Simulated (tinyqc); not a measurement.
Worked calculation: eight-band Kane k.p model. Values are carried at full precision from step to step, so a last printed digit may differ when a step is redone from the rounded ones.

Constants: hbar^2/2m0 = 3.80998211 eV angstrom^2.

Parameters, chosen for this exercise (near those of InAs; the results hold for these values, not for the real material):
- Eg = 0.411 eV (gap at Gamma to the s-like level)
- Dso = 0.381 eV (spin-orbit splitting)
- Ep = 20.9 eV (Kane energy)
- me = 0.0259 m0 (electron mass at Gamma)
- g1 = 20.07 (Luttinger gamma1)
- g2 = 8.52 (gamma2)
- g3 = 9.26 (gamma3)
- k = (0.023, 0.019, 0.008) 1/angstrom (wave vector)
- kmax = 0.1 1/angstrom (end of the path)

## Derived values

P = sqrt(Ep c); A = 1/me - Ep (Eg + 2 Dso/3)/(Eg (Eg + Dso)) keeps the electron mass; g1' = g1 - Ep/(3 Eg), g2' = g2 - Ep/(6 Eg), g3' = g3 - Ep/(6 Eg) remove the coupling to S that the Luttinger values already hold; L = -c (g1' + 4 g2'), M = -c (g1' - 2 g2'), N = -6 c g3'. c = hbar^2/2m0.

P = 8.9235 eV angstrom
A = -4.0873

g1', g2', g3': 3.1195  0.0447  0.7847

L, M, N (eV angstrom^2): -12.5669  -11.5442  -17.9390

The coupling to the valence bands supplies 42.70, against 1/me = 38.61; A makes up the difference. The diagonal term in A bends towards the gap, so the set should be tested for spurious states at large k.

## The Hamiltonian at one k

Eight-band Kane model, basis S, X, Y, Z times spin, zero of energy at the top of the unstrained valence band, c = hbar^2/2m0. Within each spin: H_SS = Eg + A c k^2, H_SX = i P kx (likewise Y, Z), H_XX = -Dso/3 + L kx^2 + M (ky^2 + kz^2), H_XY = N kx ky, and cyclic. Spin-orbit term (Dso/3) L.sigma on X, Y, Z with (L_k)_ij = -i epsilon_kij: <X+|H|Y+> = -i Dso/3, <X+|H|Z-> = Dso/3, <Y+|H|Z-> = -i Dso/3, <Z+|H|X-> = -Dso/3, <Z+|H|Y-> = i Dso/3, <X-|H|Y-> = i Dso/3, and their conjugates; + and - are the spin along z. Terms from inversion asymmetry are left out, so every level is twofold.

Fill in the matrix.

H(k) (eV), lower triangle (Hermitian):
```
,S+,X+,Y+,Z+,S-,X-,Y-,Z-
S+,0.3961
X+,-0.2052i,-0.1386
Y+,-0.1695i,-0.0078+0.1270i,-0.1384
Z+,-0.0714i,-0.0033,-0.0027,-0.1381
S-,0,0,0,0,0.3961
X-,0,0,0,-0.1270,-0.2052i,-0.1386
Y-,0,0,0,-0.1270i,-0.1695i,-0.0078-0.1270i,-0.1384
Z-,0,0.1270,0.1270i,0,-0.0714i,-0.0033,-0.0027,-0.1381
```

## Levels and orbital character

Diagonalise H; the levels come in pairs. The weights are summed over spin and averaged over each pair.

levels, each twofold (eV): -0.4301  -0.1001  -0.0066  0.5178

weights:
```
,pair 1,pair 2,pair 3,pair 4
S,0.050,0.121,0.000,0.830
X,0.355,0.318,0.235,0.092
Y,0.325,0.293,0.318,0.064
Z,0.269,0.269,0.447,0.015
```

The conduction pair has 17.0 % valence character at this k; the valence pair with most S character is pair 2 (12.1 %).

## Bands along [110] and [100]

The same diagonalisation at six points |k| = 0, kmax/5, ..., kmax along each direction.

Levels (eV):
```
direction,|k| (1/angstrom),pair 1,pair 2,pair 3,pair 4
[110],0.000,-0.3810,0.0000,0.0000,0.4110
[110],0.020,-0.4002,-0.0498,-0.0029,0.4624
[110],0.040,-0.4687,-0.1420,-0.0115,0.5701
[110],0.060,-0.6024,-0.2157,-0.0253,0.6889
[110],0.080,-0.7902,-0.2673,-0.0437,0.8034
[110],0.100,-1.0125,-0.3121,-0.0660,0.9083
[100],0.000,-0.3810,0.0000,0.0000,0.4110
[100],0.020,-0.3999,-0.0486,-0.0046,0.4627
[100],0.040,-0.4647,-0.1417,-0.0185,0.5729
[100],0.060,-0.5872,-0.2231,-0.0416,0.6974
[100],0.080,-0.7586,-0.2862,-0.0739,0.8209
[100],0.100,-0.9615,-0.3434,-0.1154,0.9381
```

At kmax the conduction band lies 29.8 meV and the top valence band 49.5 meV apart between the two directions. k.p holds near Gamma; the zone edge lies near 1 1/angstrom.

## Masses at Gamma

m*/m0 = c h^2/(E(h) - E(0)) with |k| = h = 0.0001 1/angstrom; negative values are hole-like.

Masses (m0):
```
direction,pair 1,pair 2,pair 3,pair 4
[110],-0.084,-0.026,-0.524,0.026
[100],-0.084,-0.027,-0.330,0.026
```

Without strain the limits are known: me for pair 4, -1/(g1 -/+ 2 g2) for the heavy and light holes along [100], -1/(g1 -/+ 2 g3) along [111], and -1/(g1 - Ep Dso/(3 Eg (Eg + Dso))) = -0.084 for the split-off band.

## Checks

- Electron mass of the unstrained model by finite differences against the input me: both 0.02590.
- Heavy-hole mass along [100] against 1/(g1 - 2 g2): both 0.3300.
- Light-hole mass along [100] against 1/(g1 + 2 g2): both 0.02695.

Computed by tinyqc, a small Python program: `OMP_NUM_THREADS=1 python tinyqc.py 1050915 1050916 out.jsonl` (the numbers bound the seed that draws the inputs); one thread of a shared host (Intel(R) Xeon(R) Processor @ 2.30GHz), about 0.01 s for the whole set of steps.
